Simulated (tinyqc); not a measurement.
Field dependence: Hall effect and magnetoresistance of several carrier groups with constant relaxation times. Computed by tinyqc, a small Python program. Command: `OMP_NUM_THREADS=1 python tinyqc.py 3029533 3029534 out.jsonl hall2 walk`. One thread of a shared host (Intel(R) Xeon(R) Processor @ 2.30GHz), about 0.01 s of CPU time with the checks.

Group 1 has charge -e and group 2 charge -e; s_i is that sign. B lies along z; mu B is formed with mu in m^2/(V s).

Inputs (values chosen for the exercise, for a model conductor):
```
quantity        value        unit
density n1    9.6e+12      1/cm^2
mobility mu1     5100  cm^2/(V s)
density n2      7e+12      1/cm^2
mobility mu2     3300  cm^2/(V s)
```

Carriers: two electron groups. Densities: per area (a thin layer).

Constants: e = 1.602176634e-19 C.

Method:
- Weak field: R_H(0) = sum s_i n_i mu_i^2/(e (sum n_i mu_i)^2); MR = c B^2 with c = n1 n2 mu1 mu2 (s1 mu1 - s2 mu2)^2/(n1 mu1 + n2 mu2)^2. Strong field: R_H = 1/(e sum s_i n_i); rho_xx saturates at (n1/mu1 + n2/mu2)/(e (sum s_i n_i)^2).
- sigma_xx = sum n_i e mu_i/(1 + mu_i^2 B^2); sigma_xy = sum s_i n_i e mu_i^2 B/(1 + mu_i^2 B^2).
- rho_xx = sigma_xx/(sigma_xx^2 + sigma_xy^2); Hall coefficient R_H = sigma_xy/(B (sigma_xx^2 + sigma_xy^2)), with B in V s/cm^2 (1 T = 1e-4 V s/cm^2); magnetoresistance MR = rho_xx(B)/rho_xx(0) - 1.

saturation MR = 4.69477 %

Against the field:
```
B (T)       mu1 B  rho_xx (ohm)  R_H (cm^2/C)      MR (%)
0.098  4.9980e-02        86.621   -3.9174e+05  6.7676e-03
0.29   1.4790e-01        86.666   -3.9156e+05  5.8607e-02
0.78   3.9780e-01        86.956   -3.9044e+05  3.9336e-01
2      1.0200e+00        88.142   -3.8584e+05  1.7628e+00
4.9    2.4990e+00        89.800   -3.7942e+05  3.6762e+00
12     6.1200e+00        90.502   -3.7669e+05  4.4874e+00
29     1.4790e+01        90.650   -3.7612e+05  4.6579e+00
78     3.9780e+01        90.677   -3.7601e+05  4.6896e+00
240    1.2240e+02        90.681   -3.7600e+05  4.6942e+00
```

What follows from these numbers?

MR starts as B^1.99 and ends as B^0.00; it saturates at 4.69 %. One group alone would show no magnetoresistance in this model. The rows with mu1 B well above 1 show the semiclassical limit; Landau quantisation is left out. Fields above 100 T are beyond ordinary laboratory magnets.
